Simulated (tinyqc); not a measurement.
FCI on RHF in the 6-31g basis, for H3+, spin multiplicity 1, step by step. One step of it, computed by the program tinyqc.

Problem. FCI: determinants and Hamiltonian. Slater-Condon rules over spin orbitals, with the nuclear repulsion added and E(HF) subtracted on the diagonal. Only determinants linked to the reference directly or through others are kept (one block of an abelian symmetry group), so some states are absent.

one-electron integrals over orbitals h = C^T H C (hartree):
```
,1,2,3,4,5,6
1,-1.584581,0.000000,0.000000,-0.107589,0.000000,0.000000
2,0.000000,-1.031340,0.000000,0.000000,-0.190021,0.000000
3,0.000000,0.000000,-1.031339,0.000000,0.000000,0.190021
4,-0.107589,0.000000,0.000000,-0.279665,0.000000,0.000000
5,0.000000,-0.190021,0.000000,0.000000,-0.238425,0.000000
6,0.000000,0.000000,0.190021,0.000000,0.000000,-0.238424
```

Two-electron integrals over orbitals (pq|rs), unique and non-zero (hartree):
```
p,q,r,s,(pq|rs)
1,1,1,1,0.552161
2,1,2,1,0.104344
2,2,1,1,0.446641
2,2,2,2,0.436078
3,1,1,1,9.90e-08
3,1,2,2,-0.053493
3,1,3,1,0.104344
3,2,2,1,-0.053493
3,2,3,2,0.040265
3,3,1,1,0.446641
3,3,2,2,0.355549
3,3,3,1,0.053493
3,3,3,3,0.436078
4,1,1,1,0.107589
4,1,2,2,0.063494
4,1,3,1,7.23e-08
4,1,3,3,0.063494
4,1,4,1,0.061258
4,2,2,1,0.012212
4,2,3,2,-0.006999
4,2,4,2,0.033062
4,3,1,1,1.10e-07
4,3,2,2,-0.006999
4,3,3,1,0.012212
4,3,3,3,0.006999
4,3,4,1,8.46e-08
4,3,4,3,0.033062
4,4,1,1,0.442409
4,4,2,2,0.379974
4,4,3,1,1.84e-07
4,4,3,3,0.379974
4,4,4,1,0.068775
4,4,4,3,7.77e-08
4,4,4,4,0.385935
5,1,2,1,0.066724
5,1,3,2,-0.036972
5,1,4,2,0.038606
5,1,5,1,0.075179
5,2,1,1,0.128373
5,2,2,2,0.096496
5,2,3,1,-0.038090
5,2,3,3,0.063115
5,2,4,1,0.062246
5,2,4,3,-0.020325
5,2,4,4,0.084537
5,2,5,2,0.096276
5,3,2,1,-0.038090
5,3,3,2,0.016690
5,3,4,2,-0.020325
5,3,5,1,-0.040179
5,3,5,3,0.026657
5,4,2,1,0.097777
5,4,3,2,-0.051991
5,4,4,2,0.018520
5,4,5,1,0.072793
5,4,5,3,-0.041290
5,4,5,4,0.107335
5,5,1,1,0.491916
5,5,2,2,0.457454
5,5,3,1,-0.072305
5,5,3,3,0.369894
5,5,4,1,0.102068
5,5,4,3,-0.024695
5,5,4,4,0.415600
5,5,5,2,0.149593
5,5,5,5,0.536180
6,1,2,2,0.036972
6,1,3,1,-0.066724
6,1,3,3,-0.036972
6,1,4,1,-4.04e-08
6,1,4,3,-0.038606
6,1,4,4,-7.46e-08
6,1,5,2,0.040179
6,1,5,5,0.064763
6,1,6,1,0.075179
6,2,2,1,0.038090
6,2,3,2,-0.016690
6,2,4,2,0.020325
6,2,5,1,0.040179
6,2,5,3,-0.025069
6,2,5,4,0.041291
6,2,6,2,0.026657
6,3,1,1,-0.128373
6,3,2,2,-0.063115
6,3,3,1,-0.038090
6,3,3,3,-0.096495
6,3,4,1,-0.062246
6,3,4,3,-0.020325
6,3,4,4,-0.084538
6,3,5,2,-0.044550
6,3,5,5,-0.083612
6,3,6,1,0.040179
6,3,6,3,0.096276
6,4,1,1,-8.77e-08
6,4,2,2,0.051991
6,4,3,1,-0.097777
6,4,3,3,-0.051991
6,4,4,1,-7.68e-08
6,4,4,3,-0.018520
6,4,4,4,-1.85e-07
6,4,5,2,0.041290
6,4,5,5,0.080004
6,4,6,1,0.072794
6,4,6,3,0.041290
6,4,6,4,0.107335
6,5,2,1,0.072306
6,5,3,2,-0.043780
6,5,4,2,0.024695
6,5,5,1,0.064763
6,5,5,3,-0.032991
6,5,5,4,0.080004
6,5,6,2,0.032991
6,5,6,5,0.067449
6,6,1,1,0.491916
6,6,2,2,0.369894
6,6,3,1,0.072305
6,6,3,3,0.457454
6,6,4,1,0.102068
6,6,4,3,0.024695
6,6,4,4,0.415600
6,6,5,2,0.083612
6,6,5,5,0.401283
6,6,6,1,-0.064763
6,6,6,3,-0.149593
6,6,6,4,-0.080004
6,6,6,6,0.536180
```

nuclear repulsion = 1.39013349 hartree

Hartree-Fock energy = -1.22686744 hartree

Give: determinants; H - E(HF) between determinants.

Solution.

Occupation strings over the orbitals (2 doubly, a alpha, b beta, 0 empty; spin orbitals ordered 1a 1b 2a 2b ...): 200000 a0b000 a00b00 a0000b b0a000 b00a00 b0000a 020000 0a00b0 002000 00ab00 00a00b 00ba00 000200 000a0b 0b00a0 000020 00b00a 000b0a 000002

H - E(HF) between determinants (hartree):
```
,200000,a0b000,a00b00,a0000b,b0a000,b00a00,b0000a,020000,0a00b0,002000,00ab00,00a00b,00ba00,000200,000a0b,0b00a0,000020,00b00a,000b0a,000002
200000,0.000,0.000,0.000,0.000,0.000,0.000,0.000,0.104,0.067,0.104,0.000,-0.067,0.000,0.061,0.000,-0.067,0.075,0.067,0.000,0.075
a0b000,0.000,0.448,0.000,0.062,-0.104,0.000,0.067,-0.053,-0.038,0.053,0.012,-0.038,0.044,0.000,-0.062,0.037,-0.040,0.037,0.039,0.040
a00b00,0.000,0.000,1.195,0.000,0.000,-0.061,0.000,0.012,0.098,0.012,0.000,-0.098,0.000,-0.039,0.000,-0.039,0.073,0.039,0.000,0.073
a0000b,0.000,0.062,0.000,1.286,0.067,0.000,-0.075,0.038,0.072,-0.038,-0.098,0.072,0.062,0.000,-0.006,-0.040,0.065,-0.040,-0.073,-0.065
b0a000,0.000,-0.104,0.000,0.067,0.448,0.000,0.062,0.053,0.037,-0.053,0.044,0.037,0.012,0.000,0.039,-0.038,0.040,-0.038,-0.062,-0.040
b00a00,0.000,0.000,-0.061,0.000,0.000,1.195,0.000,-0.012,-0.039,-0.012,0.000,0.039,0.000,0.039,0.000,0.098,-0.073,-0.098,0.000,-0.073
b0000a,0.000,0.067,0.000,-0.075,0.062,0.000,1.286,-0.038,-0.040,0.038,0.062,-0.040,-0.098,0.000,-0.073,0.072,-0.065,0.072,-0.006,0.065
020000,0.104,-0.053,0.012,0.038,0.053,-0.012,-0.038,0.990,-0.094,0.040,-0.007,-0.017,0.007,0.033,0.020,0.094,0.096,0.017,-0.020,0.027
0a00b0,0.067,-0.038,0.098,0.072,0.037,-0.039,-0.040,-0.094,1.805,0.017,-0.052,-0.044,0.020,0.019,0.025,-0.096,-0.040,0.025,-0.041,0.033
002000,0.104,0.053,0.012,-0.038,-0.053,-0.012,0.038,0.040,0.017,0.990,0.007,0.094,-0.007,0.033,-0.020,-0.017,0.027,-0.094,0.020,0.096
00ab00,0.000,0.012,0.000,-0.098,0.044,0.000,0.062,-0.007,-0.052,0.007,1.686,-0.052,-0.033,0.000,-0.019,0.020,-0.041,0.020,-0.105,0.041
00a00b,-0.067,-0.038,-0.098,0.072,0.037,0.039,-0.040,-0.017,-0.044,0.094,-0.052,1.805,0.020,-0.019,0.025,0.025,-0.033,-0.096,-0.041,0.040
00ba00,0.000,0.044,0.000,0.062,0.012,0.000,-0.098,0.007,0.020,-0.007,-0.033,0.020,1.686,0.000,-0.105,-0.052,0.041,-0.052,-0.019,-0.041
000200,0.061,0.000,-0.039,0.000,0.000,0.039,0.000,0.033,0.019,0.033,0.000,-0.019,0.000,2.444,0.000,-0.019,0.107,0.019,0.000,0.107
000a0b,0.000,-0.062,0.000,-0.006,0.039,0.000,-0.073,0.020,0.025,-0.020,-0.019,0.025,-0.105,0.000,2.515,-0.041,0.080,-0.041,-0.107,-0.080
0b00a0,-0.067,0.037,-0.039,-0.040,-0.038,0.098,0.072,0.094,-0.096,-0.017,0.020,0.025,-0.052,-0.019,-0.041,1.805,0.040,-0.044,0.025,-0.033
000020,0.075,-0.040,0.073,0.065,0.040,-0.073,-0.065,0.096,-0.040,0.027,-0.041,-0.033,0.041,0.107,0.080,0.040,2.676,0.033,-0.080,0.067
00b00a,0.067,0.037,0.039,-0.040,-0.038,-0.098,0.072,0.017,0.025,-0.094,0.020,-0.096,-0.052,0.019,-0.041,-0.044,0.033,1.805,0.025,-0.040
000b0a,0.000,0.039,0.000,-0.073,-0.062,0.000,-0.006,-0.020,-0.041,0.020,-0.105,-0.041,-0.019,0.000,-0.107,0.025,-0.080,0.025,2.515,0.080
000002,0.075,0.040,0.073,-0.065,-0.040,-0.073,0.065,0.027,0.033,0.096,0.041,0.040,-0.041,0.107,-0.080,-0.033,0.067,-0.040,0.080,2.676
```
